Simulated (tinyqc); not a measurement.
From results back to parameters: special k points of the bcc lattice. Two cases, with inputs chosen for the exercise.

Problem. E(k) = -sqrt(D^2 + (e0 - t A_1(k))^2) with A_1 = 8 at Gamma and A_1 = 0 at b1/2; t > 0 and D > 0 are hidden.

Case 1.

Values chosen (out of a larger set: the lattice of W; not measured data): e0 = 1.29 eV (offset).
E at Gamma = -2.586523 eV
E at b1/2 = -2.464569 eV

Case 2.

Values chosen (out of a larger set: the lattice of W; not measured data): e0 = 2.57 eV (offset).
E at Gamma = -3.630771 eV
E at b1/2 = -2.926585 eV

Find: t; D.

Solution. The difference of the squares is 64 t^2 - 16 e0 t; it is positive, so the quadratic has one positive root t; D^2 follows from either energy.

Case 1.

t = 0.350 eV
D = 2.100 eV

Case 2.

t = 0.740 eV
D = 1.400 eV

Computed by tinyqc, one run a case: `OMP_NUM_THREADS=1 python tinyqc.py N N+1 out.jsonl` with N = 1682227, 1682421; one thread of a shared Intel(R) Xeon(R) Processor @ 2.30GHz, about 0.2 s a run at most.
